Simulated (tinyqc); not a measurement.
Comparisons within one model: parabolic quantum dot in a magnetic field (Fock-Darwin). A value that a table varies takes the place of the one given here.

Two dimensions, V = m w0^2 r^2/2, one valley. hbar wc = 2 muB B/m, W = sqrt(w0^2 + wc^2/4), E(n, l, s) = (2n + |l| + 1) hbar W - l hbar wc/2 + s gs muB B, n = 0, 1, ..., l = 0, +/-1, ..., s = +/-1/2; length lam = sqrt(2c/(m hbar W)), c = hbar^2/2m0.

Two electrons, first order in the Coulomb energy: the singlet (0,0)^2 has 2W + J0 and the lowest triplet (0,0)(0,1) has 3W - wc/2 + J0/2 - Ez, with J0 = sqrt(pi/2) q/(eps lam), q = e^2/(4 pi eps0), Ez = |gs| muB B.

Exact treatment: the centre of mass separates with energy W, and the relative motion obeys [-(2c/m) Laplacian + (2c/m) r^2/(2 lam^2)^2 + q/(eps r)] psi = e_l psi for angular number l, solved in 14 Gaussians r^l exp(-a r^2), a = 1.7^i/(4 lam^2), i = -3 to 10. E(S) = W + e_0, E(T) = W + e_1 - wc/2 - Ez.

Constants: muB = 5.788381798e-05 eV/T; hbar^2/2m0 = 3.80998211 eV angstrom^2; e^2/(4 pi eps0) = 14.39964547 eV angstrom.

Inputs chosen for the exercise (near those of a gate-defined dot in InAs; not measured data):
```
symbol  value                                  unit  meaning
m       0.0289                                 m0    mass
gs      -8.38                                        g factor
w0      3.3                                    meV   confinement energy hbar w0
Bs      (0, 0.21, 0.41, 0.66, 0.99, 1.5, 2.1)  T     fields
eps     14.9                                         dielectric constant
B       1.18                                   T     magnetic field
```

## Levels against field

Six orbital levels without the Zeeman term.

Levels (meV):
```
B (T)  (0,0)  (0,1)  (0,-1)  (0,2)   (1,0)   (0,3)
0      3.300  6.600   6.600  9.900   9.900  13.200
0.21   3.327  6.233   7.074  9.139   9.980  12.045
0.41   3.401  5.980   7.622  8.560  10.202  11.139
0.66   3.555  5.788   8.432  8.021  10.665  10.254
0.99   3.850  5.717   9.683  7.584  11.550   9.451
1.5    4.463  5.921  11.930  7.380  13.388   8.838
2.1    5.346  6.486  14.898  7.626  16.038   8.766
```

(0,2) crosses (0,-1) where W = 3 wc/2, that is wc = w0/sqrt(2), B = 0.58 T, and (0,3) crosses it at W = wc, B = 0.95 T. States with n = 0 and l >= 0 draw together into the lowest Landau level: their spacing W - wc/2 shrinks from 3.30 to 1.14 meV, while (0,-1) climbs to 9.55 meV above (0,0).

## Singlet against triplet in a field

For each field, first order and exact.

Energies (meV):
```
B (T)     J0  W - wc/2     Ez  E(T) - E(S), first order  exact
0      4.285     3.300  0.000                     1.157   1.94
0.21   4.302     2.906  0.102                     0.653   1.44
0.41   4.350     2.579  0.199                     0.206   0.99
0.66   4.447     2.233  0.320                    -0.311   0.48
0.99   4.628     1.867  0.480                    -0.927  -0.13
1.5    4.983     1.458  0.728                    -1.761  -0.94
2.1    5.454     1.140  1.019                    -2.606  -1.77
```

Exactly, the triplet drops below the singlet between 0.66 and 0.99 T. First order puts the crossing between 0.41 and 0.66 T; with J0/W = 1.30 at zero field it misses the splitting there by 0.78 meV. From the first row to the last the orbital cost falls by 2.16 meV, the Coulomb gain J0/2 (half direct, half exchange) grows by 0.58 meV and the Zeeman gain by 1.02 meV. States of higher angular number, which take over at higher fields, in soft dots already within such a table, are left out.

## What each parameter does

The two modes W +/- wc/2, lam and the exact E(T) - E(S), with q = e^2/(4 pi eps0) and Ez = |gs| muB B. Each row changes one parameter from the base and keeps the others.

Results:
```
case           upper mode (meV)  lower mode (meV)  lam (angstrom)  E(T) - E(S) (meV)
base                      6.422             1.696           254.9              -0.45
B = 1.77 T                8.388             1.298           233.3              -1.33
w0 = 4.12 meV             7.113             2.386           235.6               0.07
m = 0.0332 m0             5.946             1.831           242.9              -0.33
gs = -12.57               6.422             1.696           254.9              -0.73
eps = 12.7                6.422             1.696           254.9              -0.61
```

The largest shifts from the base row, up to three for each result and ties (the steps differ in size, so this ranks the rows, not the parameters). upper mode (meV): B +1.966, w0 +0.691, m -0.476; unchanged at the printed digits by gs and eps. lower mode (meV): w0 +0.691, B -0.397, m +0.136; unchanged at the printed digits by gs and eps. lam (angstrom): B -21.5, w0 -19.3, m -11.9; unchanged at the printed digits by gs and eps. E(T) - E(S) (meV): B -0.88, w0 +0.51, gs -0.29.

Computed by tinyqc, a small Python program: `OMP_NUM_THREADS=1 python tinyqc.py 1282694 1282695 out.jsonl` (the numbers bound the seed that draws the inputs); one thread of a shared host (Intel(R) Xeon(R) Processor @ 2.30GHz), about 0.07 s for the whole set of steps.
